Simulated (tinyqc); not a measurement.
# Crystallisation kinetics and data retention of a phase-change cell: effects of single changes

Johnson-Mehl-Avrami-Kolmogorov law X = 1 - exp(-y^n), y = integral of k dt, k = (1/100 s) exp[-(Ec q/kB)(1/T - 1/T1)].

Parameters, values chosen for the exercise; values of the order of Ge-Sb-Te and related chalcogenides: activation energy of crystallisation Ec = 2.29 eV; temperature at which the rate k is 1/(100 s) T1 = 438 K; Avrami exponent n = 3.5; crystalline share at which the state is lost Xf = 0.4; storage temperature T = 364 K.

Constants: q = 1.602176634e-19 C, kB = 1.380649e-23 J/K. Results are converted to the units shown.

Each table varies one quantity; the others keep the values above.

## Kissinger analysis

Tp is the temperature of the largest dX/dt on a ramp of rate b (b in K/min in the logarithm).

Result of one run:
```
b (K/min)	Tp (K)	q/kB Tp (1/eV)	ln(b/Tp^2)	X at the peak
1	428.2	27.10	-12.12	0.6289
```

What becomes of these results when the heating rate b is changed from 1 to 2 K/min, all else the same?

Result of the changed run:
```
b (K/min)	Tp (K)	q/kB Tp (1/eV)	ln(b/Tp^2)	X at the peak
2	432.9	26.81	-11.45	0.6288
```

The whole series:
```
b (K/min)	Tp (K)	q/kB Tp (1/eV)	ln(b/Tp^2)	X at the peak
0.5	423.6	27.40	-12.79	0.6289
1	428.2	27.10	-12.12	0.6289
2	432.9	26.81	-11.45	0.6288
5	439.2	26.42	-10.56	0.6288
10	444.1	26.13	-9.890	0.6288
20	449.2	25.84	-9.219	0.6287
50	456.0	25.45	-8.333	0.6287
100	461.3	25.16	-7.663	0.6286
```

Tp rises from 424 to 461 K. The slope of ln(b/Tp^2) against q/kB Tp between the end rows is -2.289 eV, against Ec = 2.29 eV, and X at the peak stays near 1 - 1/e = 0.632 (0.629 to 0.629).

## Effect of the activation energy at a fixed measured point

Same model as above.

At fixed T the state fails at t = (-ln(1 - Xf))^(1/n)/k; ten years are 3.15576e8 s. k at T1 is held.

Results:
```
Ec (eV)	temperature for ten years (K)	time to fail at T (years)
1.5	317.1	0.008440
1.8	332.4	0.04247
2.1	344.2	0.2137
2.4	353.7	1.076
2.7	361.4	5.412
3	367.9	27.24
3.6	377.9	689.7
```

Estimate the missing row, Ec = 3.3 eV.

Computed row:
```
Ec (eV)	temperature for ten years (K)	time to fail at T (years)
3.3	373.3	137.1
```

With this row back in the table: The ten-year temperature rises from 317 to 378 K, and the projected life at 364 K spans 4.91 decades: an error of 0.1 eV changes it by a factor of 1.71.

Range of the model: One Arrhenius rate is assumed; incubation, growth from the boundary and the non-Arrhenius kinetics of the supercooled liquid are left out.

Program tinyqc, `OMP_NUM_THREADS=1 python tinyqc.py 2490008 2490009 out.jsonl`; Intel Xeon 2.30GHz, shared host, one thread, about 0.02 s.
